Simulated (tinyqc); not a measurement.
# Worked calculation: off-state leakage of single and stacked transistors

Program tinyqc, `OMP_NUM_THREADS=1 python tinyqc.py 2242077 2242078 out.jsonl`; Intel Xeon 2.30GHz, shared host, one thread, about 0.04 s. Printed values are rounded.

n-channel devices of unit width. Subthreshold current I(Vg, Vs, Vd) = I0 (T/300 K)^0.5 exp[(Vg - Vs - VT(T) - gb (Vs - Vb) + dd (Vd - Vs))/(nf Vt)] (1 - exp(-(Vd - Vs)/Vt)), VT(T) = VT - cT (T - 300 K). Gate-edge tunnelling Ig (Vd/1 V) exp(ag (Vd - 1 V)), for a gate at 0 V, and band-to-band leakage Ab u exp(-Bb/u), u = Vd - Vb + 1 V, flow at a drain held at V; both are taken as independent of T. In a stack of off transistors (all gates at 0 V) the same subthreshold current passes through each.

Inputs (values chosen for the exercise); values of the order met in bulk silicon logic transistors: temperature T = 358 K; supply voltage V = 1 V; threshold at 300 K, zero drain and body bias VT = 0.32 V; fall of the threshold with temperature cT = 1 mV/K; current at threshold at 300 K I0 = 0.83 uA/um; slope factor nf = 1.36; drain-induced lowering per volt dd = 0.07; rise of the threshold per volt of source-body bias gb = 0.14; gate-edge tunnelling current at 1 V Ig = 1e-6 uA/um; exponential slope of the gate current ag = 5.3 1/V; prefactor of band-to-band leakage at the drain Ab = 1 uA/(um V); its exponential voltage Bb = 19 V; body voltage Vb = -0.6 V.

Constants: q = 1.602176634e-19 C, kB = 1.380649e-23 J/K, Vt = kB T/q. Results are converted to the units shown.

## Leakage of one transistor

Vg = Vs = 0, Vd = V; effective threshold VT(T) - gb Vb - dd V.

effective threshold = 0.276 V
parts (nA/um): subthreshold 1.260479, gate edge 0.001, band-to-band 1.742942
total = 3.004421 nA/um
shares (%): subthreshold 41.95415, gate edge 0.03328428, band-to-band 58.01257

The band-to-band part is the largest.

## Starting value

Vx = dd V/(1 + gb + 2 dd), the solution for Vx well above Vt, rounded to three decimals.

Vx at the start = 0.055 V

## Iteration 1: new Vx

Stack of two, Vx the node between them: I_low = I(0, 0, Vx), I_up = I(0, Vx, V), f = ln(I_up/I_low), f' = -(1 + gb + 2 dd)/(nf Vt) - 1/(Vt (exp(Vx/Vt) - 1)) - 1/(Vt (exp((V - Vx)/Vt) - 1)), Vx(new) = Vx - f/f'.

I_low = 0.2166924 nA/um
I_up = 0.2580271 nA/um
f = 0.1745859
f' = -37.06108 1/V
Vx after iteration 1 = 0.05971076 V

## Iteration 2: new Vx

As before.

I_low = 0.2246546 nA/um
I_up = 0.2252493 nA/um
f = 0.002643476
f' = -35.97655 1/V
Vx after iteration 2 = 0.05978424 V

## Iteration 3: new Vx

As before.

I_low = 0.2247723 nA/um
I_up = 0.2247725 nA/um
f = 5.586408e-7
f' = -35.96135 1/V
Vx after iteration 3 = 0.05978426 V

## Course of the iteration

Stop when the step is below 1e-11 V, or after 40 iterations.

Course of the iteration:

| iteration | Vx before the step (V) | step (V) |
|---|---|---|
| 1 | 0.055 | 4.71e-3 |
| 2 | 0.05971076 | 7.35e-5 |
| 3 | 0.05978424 | 1.55e-8 |
| 4 | 0.05978426 | 7.22e-16 |

Converged in 4 iterations. The subthreshold current of the stack is 0.2248 nA/um, 5.61 times less than that of one transistor (the drain leakage is unchanged); the estimate exp[dd V (1 + gb + dd)/((1 + gb + 2 dd) nf Vt)] gives 4.84.
